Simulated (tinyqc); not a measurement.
# Reverse leakage of an n+-p junction: diffusion, generation, trap-assisted and band-to-band tunnelling: leakage components against the reverse bias

One-sided abrupt junction in the depletion approximation, x from the junction (0) to W on the p side, field F = F0 (1 - x/W). Flat quasi-Fermi levels, long p side. Traps generate through SRH with both lifetimes shortened by 1 + Gamma (Hurkx enhancement, form for moderate fields); band-to-band generation is local and needs a total bending above Eg.

ni = sqrt(Nc Nv) exp(-Eg/(2 Vt)), Eg in volts; Vbi = Vt ln(Na Nd/ni^2); W = sqrt(2 eps0 eps_r (Vbi + VR)/(q Na)); F0 = 2 (Vbi + VR)/W; FG = sqrt(24 mt m0 (kB T)^3)/(q hbar); J_diff = q ni^2 sqrt(Dn/tau)(1 - exp(-VR/Vt))/Na. u = (Vbi + VR)(1 - x/W)^2, p = Na exp(-u/Vt), n = Nd exp((u - Vbi - VR)/Vt); G0 = ni^2 (1 - exp(-VR/Vt))/(tau (n + p + 2 ni cosh(Et/Vt))); Gamma = 2 sqrt(3 pi)(F/FG) exp((F/FG)^2); trap-assisted part G0 Gamma; G_bb = Ab F^2.5 exp(-Bb/F) with F in V/cm, zero unless Vbi + VR > Eg. Currents are q times the integrals over 0 to W; J_bb under 1e-8 of J is printed as 0; rows with F0/FG above 2.2, beyond the range of this Gamma, are left out.

Parameters, values chosen for the exercise; band and dielectric values close to those of silicon: temperature T = 300 K; band gap Eg = 1.12 eV; relative permittivity eps_r = 11.6; conduction-band density of states at T Nc = 2.85e19 cm^-3; valence-band density of states at T Nv = 2.66e19 cm^-3; acceptor density of the lighter side Na = 6e16 cm^-3; donor density of the heavier side Nd = 1e19 cm^-3; SRH lifetime of both carriers at zero field tau = 3e-7 s; trap level above the intrinsic level Et = 0 eV; tunnelling mass mt = 0.23 m0; electron diffusion coefficient on the lighter side Dn = 20 cm^2/s; band-to-band prefactor Ab = 3.3e14 cm^-0.5 V^-2.5 s^-1; band-to-band field constant Bb = 1.86e7 V/cm.

Constants: q = 1.602176634e-19 C, kB = 1.380649e-23 J/K, hbar = 1.054571817e-34 J s, m0 = 9.1093837015e-31 kg, Vt = kB T/q, eps0 = 8.8541878128e-14 F/cm where lengths are in cm. Results are converted to the units shown.

The same in every row: J_bb (A/cm^2) = 0.

Results:
```
VR (V)  F0 (kV/cm)  F0/FG  J_diff (A/cm^2)  J_SRH (A/cm^2)  J_TAT (A/cm^2)  J (A/cm^2)              largest part
0.2            146  0.412         2.53e-12         7.07e-9         1.27e-8     1.98e-8  trap-assisted tunnelling
0.7            175  0.495         2.53e-12         1.85e-8         4.11e-8     5.96e-8  trap-assisted tunnelling
1.2            200  0.565         2.53e-12         2.75e-8         7.18e-8     9.93e-8  trap-assisted tunnelling
1.7            222  0.628         2.53e-12         3.52e-8         1.05e-7     1.40e-7  trap-assisted tunnelling
2.2            242  0.685         2.53e-12         4.21e-8         1.40e-7     1.82e-7  trap-assisted tunnelling
2.7            261  0.737         2.53e-12         4.83e-8         1.79e-7     2.27e-7  trap-assisted tunnelling
3.7            295  0.833         2.53e-12         5.93e-8         2.65e-7     3.24e-7  trap-assisted tunnelling
4.2            310  0.876         2.53e-12         6.44e-8         3.13e-7     3.77e-7  trap-assisted tunnelling
```

Estimate the missing row, VR = 3.2 V.

Computed row:
```
VR (V)  F0 (kV/cm)  F0/FG  J_diff (A/cm^2)  J_SRH (A/cm^2)  J_TAT (A/cm^2)  J (A/cm^2)              largest part
3.2            278  0.786         2.53e-12         5.40e-8         2.20e-7     2.74e-7  trap-assisted tunnelling
```

With this row back in the table: J rises from 1.98e-8 to 3.77e-7 A/cm^2. Trap-assisted tunnelling leads at VR = 0.2 and in all other rows. The ratio J_TAT/J_SRH goes from 1.79 to 4.86 as F0/FG goes from 0.412 to 0.876.

Range of the model: The n+ side is degenerate, so Vbi from Boltzmann statistics is only a guide.

tinyqc, about 0.01 s, one thread, Intel Xeon 2.30GHz (shared host): `OMP_NUM_THREADS=1 python tinyqc.py 2290058 2290059 out.jsonl`
